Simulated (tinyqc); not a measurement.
Worked calculation: Hubbard chain of 6 sites. Computed by tinyqc, a small Python program that keeps every step. Settings: hopping = 1.77, U = 9.7, mixing = 0.5, iteration cap = 74. Command: `OMP_NUM_THREADS=1 python tinyqc.py 31088 31089 out.jsonl` (the two numbers bound the seeds that draw the settings). One thread of a shared host (Intel(R) Xeon(R) Processor @ 2.60GHz), about 0.2 s of CPU time with the checks. Later iterations appear only in the table of the cycle.

## Mean-field iteration 1

one-body matrix (hopping and site energies) (eV):
```
           1          2          3          4          5          6
1   0.200000  -1.770000   0.000000   0.000000   0.000000   0.000000
2  -1.770000   0.040000  -1.770000   0.000000   0.000000   0.000000
3   0.000000  -1.770000   0.610000  -1.770000   0.000000   0.000000
4   0.000000   0.000000  -1.770000   0.720000  -1.770000   0.000000
5   0.000000   0.000000   0.000000  -1.770000   0.170000  -1.770000
6   0.000000   0.000000   0.000000   0.000000  -1.770000   0.500000
```

U = 9.700000 eV

electrons, up and down: 3  2

mixing = 0.500000

n(up) at the start (a guess, not normalised): 1 0.500000, 2 0.500000, 3 0.500000, 4 0.500000, 5 0.500000, 6 0.500000

n(down) at the start (a guess): 1 0.333000, 2 0.333000, 3 0.333000, 4 0.333000, 5 0.333000, 6 0.333000

H(up) = T + U n(down), H(down) = T + U n(up); fill the lowest levels; n(new) = n + mixing (n(out) - n); E = tr T (rho up + rho down) + U sum n_up n_down of the output.

levels, up (eV): 0.448867  1.271811  2.887012  4.438581  5.695379  6.878950

levels, down (eV): 2.068767  2.891711  4.506912  6.058481  7.315279  8.498850

energy = 0.018486 eV

n(up) after iteration 1: 1 0.511432, 2 0.509509, 3 0.503099, 4 0.479789, 5 0.519778, 6 0.476393

n(down) after iteration 1: 1 0.292920, 2 0.413299, 3 0.301923, 4 0.307808, 5 0.409257, 6 0.273793

## Mean-field iteration 2

As before.

levels, up (eV): 0.519137  1.430539  2.566368  4.221236  5.952288  6.940732

levels, down (eV): 2.082708  2.938970  4.456295  6.019053  7.359333  8.483641

energy = -0.419962 eV

n(up) after iteration 2: 1 0.572552, 2 0.451950, 3 0.504512, 4 0.470602, 5 0.459607, 6 0.540777

n(down) after iteration 2: 1 0.267325, 2 0.449167, 3 0.290934, 4 0.304348, 5 0.429719, 6 0.258007

## Convergence

Each step fills the lowest levels of T + U n(other spin) and sets n(new) = n + mixing (n(out) - n); stop when output and input agree to 1e-8.

Course of the cycle:
```
iteration       E (eV)  largest |n(out) - n(in)|  mean |n_up - n_down|
1           0.01848559                  1.61e-01              0.166667
2          -0.41996197                  1.29e-01              0.213797
3          -0.93825969                  1.26e-01              0.300442
4          -1.59277678                  1.56e-01              0.400699
5          -2.18131288                  1.46e-01              0.491274
6          -2.57127422                  1.30e-01              0.561121
7          -2.78394152                  1.05e-01              0.609397
8          -2.88681829                  7.89e-02              0.640719
9          -2.93302321                  5.85e-02              0.660496
10         -2.95299359                  4.22e-02              0.672938
11         -2.96152642                  2.97e-02              0.680832
...                ...                       ...                   ...
64         -2.96957424                  1.94e-04              0.698626
65         -2.96957446                  1.81e-04              0.698633
66         -2.96957465                  1.69e-04              0.698639
67         -2.96957482                  1.58e-04              0.698645
68         -2.96957496                  1.47e-04              0.698650
69         -2.96957509                  1.38e-04              0.698655
70         -2.96957520                  1.28e-04              0.698660
71         -2.96957529                  1.20e-04              0.698664
72         -2.96957538                  1.12e-04              0.698669
73         -2.96957545                  1.04e-04              0.698672
74         -2.96957551                  9.73e-05              0.698676
```

Not converged within 74 iterations: the residual falls steadily but slowly, by a factor of about 0.93 a step. The lowest mean-field energy found from random starts is -2.96958 eV. Reruns (cap 100 unless said): mixing 0.2: not converged; mixing 0.9: not converged; the original settings with a cap of 400: converged in 207 (E = -2.96958).

## Exact diagonalisation (300 states)

Lowest levels of the sector, and the double occupancy of the lowest state.

lowest levels (eV): -4.477861  -3.722303  -3.282249  -3.231222  -2.923791  -2.836530

double occupancy per site = 0.040570

## The lowest level by Lanczos steps

From a random start vector (not printed): a_j = <q_j|H|q_j>, b_j = norm of the remainder after orthogonalising; the Ritz value is the lowest eigenvalue of the tridiagonal matrix of a and b so far.

Lanczos:
```
j    a_j (eV)  b_j (eV)  lowest Ritz value (eV)
1    9.650309  8.392780              9.65030942
2    9.090533  9.115151              0.97297597
3   11.303494  7.297614             -2.61861559
4   11.594971  8.059550             -3.56103480
5   11.423433  8.207641             -3.95593487
6   10.409169  8.006002             -4.20117580
7   13.773010  8.127219             -4.33849443
8   12.005171  7.878028             -4.40556929
9   11.731360  7.649280             -4.43994887
10  12.002732  7.830850             -4.45671546
```
